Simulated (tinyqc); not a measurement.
MESFET, gradual channel with velocity saturation: two steps of the calculation.

A uniformly doped n-type channel, depleted from the top by a Schottky gate; at channel potential V the depleted share of a is u = sqrt((Vbi - Vg + V)/Vp), s at the source. Electrons drift with v = mu E/(1 + mu E/vsat). Abrupt depletion edge, no series resistance, source at 0.

Values chosen for this exercise; material values close to those of 4H silicon carbide:
- T = 250 K (temperature)
- eps_r = 9.66 (relative permittivity of the semiconductor)
- Nc = 1.31e19 cm^-3 (conduction-band density of states at T)
- Nd = 2.3e16 cm^-3 (donor density of the channel)
- a = 350 nm (channel thickness)
- mu = 630 cm^2/(V s) (low-field mobility at this doping)
- vsat = 2.8e7 cm/s (saturation velocity)
- L = 0.5 um (gate length)
- W = 50 um (gate width)
- phiB = 0.94 V (Schottky barrier)
- Vg = 0 V (gate voltage)

Constants: q = 1.602176634e-19 C, kB = 1.380649e-23 J/K, Vt = kB T/q, eps0 = 8.8541878128e-14 F/cm where lengths are in cm. Results are converted to the units shown.

Problem 1. Built-in and pinch-off voltages. Vbi = phiB - Vt ln(Nc/Nd); Vp = q Nd a^2/(2 eps0 eps_r); G0 = q mu Nd a W/L; Z = mu Vp/(vsat L); s = sqrt((Vbi - Vg)/Vp). VT = Vbi - Vp.

Find: Vbi; Vp; VT; G0; Z; s.

Solution 1.

Vbi = 0.80331 V
Vp = 2.6389 V
VT = -1.8356 V
G0 = 8.1254 mS
Z = 1.1875
s = 0.55174

Z = 1.19: velocity saturation matters.

Problem 2. Saturation voltage, current and transconductance. Vdsat = Vp (um^2 - s^2); Isat = (G0 Vp/Z)(1 - um), which is q Nd vsat a W (1 - um); gm = G0 (um - s)/(1 + Z (um^2 - s^2)). For Z = 0: Vdsat = Vp (1 - s^2), Isat = (G0 Vp/3)(1 - 3 s^2 + 2 s^3), gm = G0 (1 - s).

um = 0.90238003
Vp = 2.6388729 V
G0 = 8.1254388 mS
Z = 1.1874928
s = 0.55173741

Give: Vdsat; Isat; gm; Vdsat for Z = 0; Isat for Z = 0; gm for Z = 0.

Solution 2.

Vdsat = 1.3455 V
Isat = 1.7627 mA
gm = 1.7746 mS
Vdsat for Z = 0 = 1.8356 V
Isat for Z = 0 = 3.0210 mA
gm for Z = 0 = 3.6423 mS

The current saturates with 9.76 % of the channel still open at the drain, at 0.583 of the constant-mobility current.

Program tinyqc, `OMP_NUM_THREADS=1 python tinyqc.py 2500008 2500009 out.jsonl`; Intel Xeon 2.30GHz, shared host, one thread, about 0.05 s.
